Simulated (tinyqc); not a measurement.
p-n junction with a stepped n side, non-linear Poisson equation by Newton steps: two steps of the calculation.

One dimension, p side on the left, n side on the right; net doping C = -Na for x < 0, +N1 for 0 < x < L1 and +Nd beyond. The potential psi is counted from the intrinsic level, and the quasi-Fermi potentials are flat: 0 for holes and -V for electrons, so n = ni exp((psi + V)/Vt) and p = ni exp(-psi/Vt) (Boltzmann statistics, full ionisation, no current). Under reverse bias this makes the minority densities vanishingly small everywhere; they play no part in the charge.

Inputs (values chosen for the exercise); band and dielectric values close to those of 4H silicon carbide: temperature T = 300 K; band gap Eg = 3.31 eV; relative permittivity eps_r = 9.77; conduction-band density of states at T Nc = 1.67e19 cm^-3; valence-band density of states at T Nv = 2.5e19 cm^-3; acceptor density of the p side Na = 5.1e16 cm^-3; donor density of the n side Nd = 3.2e17 cm^-3; bias of the p side against the n side V = -6.5 V.

Constants: q = 1.602176634e-19 C, kB = 1.380649e-23 J/K, Vt = kB T/q, eps0 = 8.8541878128e-14 F/cm where lengths are in cm. Results are converted to the units shown.

Question 1. Intrinsic density, end potentials and Debye lengths. ni = sqrt(Nc Nv) exp(-Eg/(2 Vt)), Eg in volts; psi_p = -Vt ln(Na/ni), psi_n = Vt ln(Nd/ni) - V; Debye length sqrt(eps0 eps_r Vt/(q N)).

Give: ni; psi_p; psi_n; Debye length, p side; Debye length, n side.

Answer 1.

ni = 3.218e-9 cm^-3
psi_p = -1.500 V
psi_n = 8.048 V
Debye length, p side = 16.54 nm
Debye length, n side = 6.604 nm

Question 2. Densities, residual and Jacobian diagonal. n_i = ni exp((psi_i + V)/Vt), p_i = ni exp(-psi_i/Vt), rho_i = p_i - n_i + C_i, g_i = (n_i + p_i)/Vt. Box widths w_i = (h_(i-1) + h_i)/2 in cm. Residual F_i = a_i (psi_(i+1) - psi_i) - a_(i-1) (psi_i - psi_(i-1)) + q rho_i w_i; Jacobian: a_(i-1) and a_i beside the diagonal, b_i = -a_(i-1) - a_i - q g_i w_i on it. The two end nodes are fixed.

x, node 0 to 14 (nm): [-1480, -483, -152, -42.3, -6, 6, 18.9, 32.9, 48, 64.3, 81.8, 101, 121, 143, 167]
coupling a_i, interval 0 to 13 (F/cm^2): [8.6765712e-9, 2.6134566e-8, 7.8856349e-8, 2.3830693e-7, 7.2087846e-7, 6.7058461e-7, 6.1789582e-7, 5.7288354e-7, 5.3070807e-7, 4.9431666e-7, 4.5054904e-7, 4.3252707e-7, 3.9320643e-7, 3.6043923e-7]
psi after iteration 1, node 0 to 14 (V): [-1.5000671, -1.5000626, -1.4966760, -1.4326561, -1.3724371, 7.9497712, 7.9969773, 8.0304329, 8.0443964, 8.0471365, 8.0474995, 8.0475399, 8.0475438, 8.0475442, 8.0475442]
net doping C, node 0 to 14 (cm^-3): [-5.1e16, -5.1e16, -5.1e16, -5.1e16, -5.1e16, 9.6e17, 9.6e17, 3.2e17, 3.2e17, 3.2e17, 3.2e17, 3.2e17, 3.2e17, 3.2e17, 3.2e17]
ni = 3.2177472e-9 cm^-3

Wanted: n; p; residual F; diagonal b.

Answer 2.

n, node 0 to 14 (cm^-3): [1.295e-143, 1.295e-143, 1.477e-143, 1.757e-142, 1.805e-141, 7.288e15, 4.525e16, 1.651e17, 2.833e17, 3.150e17, 3.194e17, 3.199e17, 3.200e17, 3.200e17, 3.200e17]
p, node 0 to 14 (cm^-3): [5.100e16, 5.099e16, 4.473e16, 3.759e15, 3.660e14, 9.063e-143, 1.460e-143, 4.001e-144, 2.332e-144, 2.097e-144, 2.068e-144, 2.065e-144, 2.064e-144, 2.064e-144, 2.064e-144]
residual F, node 1 to 13 (in units of 1e-6 C/cm^2): [0.000, -0.017, -0.046, 6.686, -6.498, 0.186, 0.023, 0.003, 0.000, 0.000, 0.000, 0.000, 0.000]
diagonal b, node 1 to 13 (F/cm^2): [-2.102e-5, -6.213e-6, -4.872e-7, -9.647e-7, -1.448e-6, -1.666e-6, -2.679e-6, -3.860e-6, -4.324e-6, -4.578e-6, -4.770e-6, -4.990e-6, -5.315e-6]

tinyqc, about 0.07 s, one thread, Intel Xeon 2.30GHz (shared host): `OMP_NUM_THREADS=1 python tinyqc.py 2000096 2000097 out.jsonl`
